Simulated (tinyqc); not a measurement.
Finite-size error of a charged defect in a periodic cell: Madelung and Makov-Payne terms: one step, computed by the program tinyqc.

L is the cube root of the cell volume. The defect charge is a Gaussian, rho(r) = q (2 pi sigma^2)^(-3/2) exp(-r^2/2 sigma^2), repeated periodically in a uniform neutralising background and screened by a continuum. The model cell energy is E(L) = E_0 + [periodic - isolated electrostatic energy].

Question. Madelung energy. Ewald sum for a unit point charge: scale each Cartesian component of the cell by 1/sqrt(eps_i), giving R', G' and V'; E = [ (1/2) sum erfc(eta R')/R' + (2 pi/V') sum exp(-G'^2/4 eta^2)/G'^2 - eta/sqrt(pi) - pi/(2 V' eta^2) ] e^2/(4 pi eps_0) / sqrt(eps_x eps_y eps_z), over n_i = -6..6, omitting n = (0,0,0), eta = 2/V'^(1/3). alpha = -2 E eps_g L/(e^2/(4 pi eps_0)), eps_g = (eps_x eps_y eps_z)^(1/3).

Inputs (values chosen for the exercise, with screening close to that of CdTe): charge q = -3 e; cell length L = 9.64 angstrom; dielectric constant eps = 10.3.

Supercell lattice: fcc. Screening: isotropic.

cell vectors (rows) (angstrom):
```
          1         2         3
1  0.000000  7.651273  7.651273
2  7.651273  0.000000  7.651273
3  7.651273  7.651273  0.000000
```

Constants: e^2/(4 pi eps_0) = 14.39964548 eV angstrom.

Give: terms for a unit charge; Madelung constant alpha; point-charge correction -q^2 E.

Answer.

terms for a unit charge (eV): real space 0.00116, reciprocal 0.00999, self -0.16364, background -0.05695

Madelung constant alpha = 2.8883

point-charge correction -q^2 E = 1.8849 eV
